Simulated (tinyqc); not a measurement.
Energy and lattice constant: complex band structure along [001] in sp3s* tight binding.

For k = (0, 0, kz) the phase sums are g0 = cos(phi) and g3 = i sin(phi), phi = kz a/4, and the s, pz, s* orbitals of anion (a) and cation (c) decouple from px, py. With z = exp(i phi), H(z) = H0 + z T + T^T/z for any complex z. H0 is diagonal (Esa, Epa, Exa, Esc, Epc, Exc). The anion-cation block is B(z) = z U + W/z and the cation-anion block z W^T + U^T/z, where U has Vss/2 (s,s), Vsapc/2 (s,z), -Vscpa/2 (z,s), Vxx/2 (z,z), Vxapc/2 (s*,z), -Vpaxc/2 (z,s*), and W has the same values with the s-z and s*-z signs reversed. |z| = 1 is a band state, |z| < 1 decays along [001] as exp(-kappa d) over a distance d, kappa = -(4/a) ln|z|. No spin-orbit coupling.

Values chosen for the exercise (out of a larger set: near a published set for GaP, fitted to gaps, whose masses and valley positions are rough (light masses up to twice too heavy); not measured data):
```
symbol  value                                                                                          unit      meaning
p       (-8.131, 1.129, -2.214, 4.128, 8.569, 7.19, -7.469, 2.145, 5.138, 4.254, 6.354, 4.631, 5.085)  eV        order Esa, Epa, Esc, Epc, Exa, Exc, Vss, Vxx, Vxy, Vsapc, Vscpa, Vxapc, Vpaxc
a       5.451                                                                                          angstrom  lattice constant
dE      0.45                                                                                           eV        E - Ev
```

The slowest root of the s-pz block and the heavy-hole branch, sinh^2(kappa a/4) = ((E - Epa)(E - Epc) - Vxx^2)/(Vxx^2 - Vxy^2), at E = Ev + dE with Ev the lower root of [[Epa, Vxx], [Vxx, Epc]]; the couplings are kept when a changes.

Results for these values:
```
case  slowest kappa (1/angstrom)  heavy-hole kappa (1/angstrom)
base                      0.1232                         0.2270
```

What happens to each result for a = 5.615 angstrom, all else kept?

Answer: slowest kappa falls from 0.1232 to 0.1196; heavy-hole kappa falls from 0.2270 to 0.2204.

The same for each parameter in turn:
```
case                slowest kappa (1/angstrom)  heavy-hole kappa (1/angstrom)
base                                    0.1232                         0.2270
dE = 0.48 eV                            0.1266                         0.2335
a = 5.615 angstrom                      0.1196                         0.2204
```

With the couplings fixed, kappa a stays, so kappa scales as 1/a.

Program tinyqc; command `OMP_NUM_THREADS=1 python tinyqc.py 1481457 1481458 out.jsonl`; about 0.01 s on one thread of a shared Intel(R) Xeon(R) Processor @ 2.30GHz.
